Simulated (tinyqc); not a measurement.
n-type polysilicon, carrier trapping at grain boundaries: two steps of the calculation.

One-dimensional grains of size Lg, uniform ionised doping N, monovalent traps Qt at each boundary at a depth Et below (for electrons) or above (for holes) the band edge there, abrupt depletion of width W on each side of a boundary, Boltzmann statistics. xi is the distance from the band edge at the grain centre to the Fermi level. Trapped charge Qt/(1 + exp((xi + VB - Et)/Vt)) = 2 N W, barrier VB = q N W^2/(2 eps0 eps_r).

Parameters, values chosen for the exercise; values of the order met in polycrystalline silicon:
```
symbol,value,unit,meaning
T,400,K,temperature
eps_r,11.7,,relative permittivity
NB,4.31e19,cm^-3,conduction-band density of states at T
Lg,29,nm,grain size
Qt,2e12,cm^-2,trap density of a grain boundary
Et,0.46,eV,depth of the trap level from the majority band edge at the boundary
ms,0.58,m0,mass for thermionic emission
fe,0.25,,correction factor of the emission rate
mug,160,cm^2/(V s),mobility inside the grains
N,2.8e18,cm^-3,doping
```

Constants: q = 1.602176634e-19 C, kB = 1.380649e-23 J/K, m0 = 9.1093837015e-31 kg, Vt = kB T/q, eps0 = 8.8541878128e-14 F/cm where lengths are in cm. Results are converted to the units shown.

Problem 1. Depletion width, Fermi level and barrier. If the trap equation with xi = Vt ln(NB/N) has a root W < Lg/2, the grain is partly depleted; otherwise W = Lg/2 and the trap equation gives xi = Et - VB + Vt ln(Qt/(N Lg) - 1). N* = Qt/Lg.

Find: N*; W; xi; VB; share of traps filled.

Solution 1.

N* = 6.897e17 cm^-3
W = 3.571 nm
xi = 0.09424 V
VB = 0.02761 V
share of traps filled = 0.9999

N is 4.06 N*, and the grain is partly depleted; VB = 0.801 Vt.

Problem 2. Resistivity and effective mobility. n0 = NB exp(-xi/Vt); mean density n0 (1 - 2 W/Lg) by charge balance in a partly depleted grain, and n0 (sqrt(pi)/2) erf(u)/u with u = sqrt(VB/Vt) in a fully depleted one; v = sqrt(kB T/(2 pi ms m0)); barrier resistivity Vt exp(VB/Vt)/(q fe n0 v Lg); grain resistivity (1 - 2 W/Lg)/(q n0 mug); effective mobility 1/(q mean density total resistivity).

W = 3.5712325 nm
xi = 0.094235833 V
VB = 0.027614685 V

Find: n0; mean density; v; barrier resistivity; grain resistivity; resistivity; effective mobility.

Solution 2.

n0 = 2.8000e18 cm^-3
mean density = 2.1104e18 cm^-3
v = 4.0787e6 cm/s
barrier resistivity = 0.057894 ohm cm
grain resistivity = 0.010501 ohm cm
resistivity = 0.068395 ohm cm
effective mobility = 43.242 cm^2/(V s)

The resistivity is 4.91 times that of a single crystal with the same N and mobility mug, and the mean density is 75.4 % of N.

Numbers from tinyqc (`OMP_NUM_THREADS=1 python tinyqc.py 2830060 2830061 out.jsonl`; about 0.01 s on one thread of a shared Intel Xeon 2.30GHz).
